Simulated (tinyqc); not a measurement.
Deformation potentials from a strained empirical pseudopotential: one step. Xu of the L valleys and d. Two cases, with inputs chosen for the exercise.

Problem. For the tensor strain exy = eyz = ezx = h: E(L [111]) - E(L [1-1-1]) = (8/3) Xu h, and E(single valence level) - E(pair) = 3 sqrt(3) d h. Find Xu and d.

Give: Xu (L); d.

Case 1.

Values chosen (out of a larger set: near those of Si; not measured data): h = 0.001 (size of the test strain).

L [111], L [1-1-1] (eV): 1.9696060  1.9374568

valence levels (eV): -0.0147666  0.0073833  0.0073833

Solution.

Xu (L) = 12.06 eV
d = -4.26 eV

Case 2.

Values chosen (out of a larger set: near those of Si; not measured data): h = 0.004 (size of the test strain).

L [111], L [1-1-1] (eV): 2.0791023  1.9486363

valence levels (eV): -0.0699254  0.0349627  0.0349627

Solution.

Xu (L) = 12.23 eV
d = -5.05 eV

Computed by tinyqc, one run a case: `OMP_NUM_THREADS=1 python tinyqc.py N N+1 out.jsonl` with N = 1880954, 1881124; one thread of a shared Intel(R) Xeon(R) Processor @ 2.30GHz, about 0.2 s a run at most.
